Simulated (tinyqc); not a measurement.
Ballistic transport through the one-dimensional subbands of a rectangular nanowire or nanosheet channel. From low-bias resistance with scattering back to mean free path for back-scattering lambda. Computed by tinyqc, a small Python program. Command: `OMP_NUM_THREADS=1 python tinyqc.py 3031718 3031719 out.jsonl wire inv`. One thread of a shared host (Intel(R) Xeon(R) Processor @ 2.30GHz), about 0.1 s of CPU time with the checks.

Hard walls, parabolic subbands, transport along x. Energies are counted from the bulk conduction band edge at the top of the barrier, which the gate pulls down by U; the source Fermi level lies at the bulk edge when U = 0.

Inputs (values chosen for the exercise, modelled on silicon):

| quantity | value | unit |
|---|---|---|
| light mass m_t | 0.2 | m_0 |
| heavy mass m_l | 0.9 | m_0 |
| height a | 3.4 | nm |
| width b | 3.9 | nm |
| equivalent oxide thickness t | 2.1 | nm |
| gate voltage above flat band V_G | 0.97 | V |
| drain voltage V_D | 0.01 | V |
| temperature T | 300 | K |
| channel length L | 140 | nm |

Valleys: silicon [100] wire.

Constants: hbar^2/(2 m_0) = 3.80998212 eV angstrom^2; k_B = 8.617333262e-05 eV/K; m_0 = 9.1093837015e-31 kg; k_B = 1.380649e-23 J/K; hbar = 1.054571817e-34 J s; eps_0 = 8.8541878128e-12 F/m; e = 1.602176634e-19 C; h = 6.62607015e-34 J s.

Method:
- E_pq = (hbar^2 pi^2/2)(p^2/(m_y b^2) + q^2/(m_z a^2)); valley pairs: (m_x, m_y, m_z) = (m_t, m_t, m_l), (m_t, m_l, m_t), (m_l, m_t, m_t), each with degeneracy g = 2; the 10 lowest subbands are kept.
- F_j(eta) = (1/Gamma(j + 1)) int_0^infinity x^j/(1 + exp(x - eta)) dx, F_0 = ln(1 + exp(eta)). Integrals over x = E/(k_B T) use 160 Gauss-Legendre points in u = sqrt(x) from 0 to sqrt(max(eta, 0) + 32).
- With degeneracy g = 2, eta_i = (U - E_i)/(k_B T) and u = e V_D/(k_B T): line density n = sum_i g sqrt(2 m_x k_B T/pi)/(2 hbar) [F_-1/2(eta_i) + F_-1/2(eta_i - u)]; gate: e n = C_ox (V_G - U/e), C_ox = 3.9 eps_0 2 (a + b)/t (flat-plate estimate); I = (2 e k_B T/h) sum_i g [F_0(eta_i) - F_0(eta_i - u)].
- Linear conductance G = (2 e^2/h) sum_i g f(eta_i), g = 2, f = 1/(1 + exp(-eta_i)), with the barrier frozen at the eta_i above; current per perimeter I/(2(a + b)); with scattering, transmission lambda/(lambda + L) and low-bias resistance (1 + L/lambda)/G.

Question. A run gave the result below. Find the mean free path for back-scattering lambda, known to lie between 14 and 36 nm.

low-bias resistance with scattering = 20.96198 kiloohm

Answer.

Each step takes the trial c = (a f_b - b f_a)/(f_b - f_a), f being the result less the target and a, b, c the logarithms of the listed values; c replaces end b, the old b replaces a if the sign of f changed, and otherwise f_a is halved.

Scan of the range:

| mean free path for back-scattering lambda (nm) | low-bias resistance with scattering (kiloohm) |
|---|---|
| 14.0 | 37.0363 |
| 16.4 | 32.1091 |
| 19.2 | 27.9175 |
| 22.4 | 24.4103 |
| 26.3 | 21.2898 |
| 30.8 | 18.6712 |
| 36.0 | 16.4606 |

False position (Illinois rule, in the logarithm of the input) inside the bracket:

| step | end a | end b | trial | low-bias resistance with scattering (kiloohm) |
|---|---|---|---|---|
| 1 | 26.3000 | 30.8000 | 26.8252 | 20.9389 |
| 2 | 26.3000 | 26.8252 | 26.7598 | 20.9818 |
| 3 | 26.8252 | 26.7598 | 26.7900 | 20.9620 |
| 4 | 26.7598 | 26.7900 | 26.7900 | 20.9620 |

Low-bias resistance with scattering falls at every point of a 13-point scan of the range (every second point is shown), so one value fits; it is bracketed by 26.3 and 30.8. Answer: mean free path for back-scattering lambda = 26.79 nm.
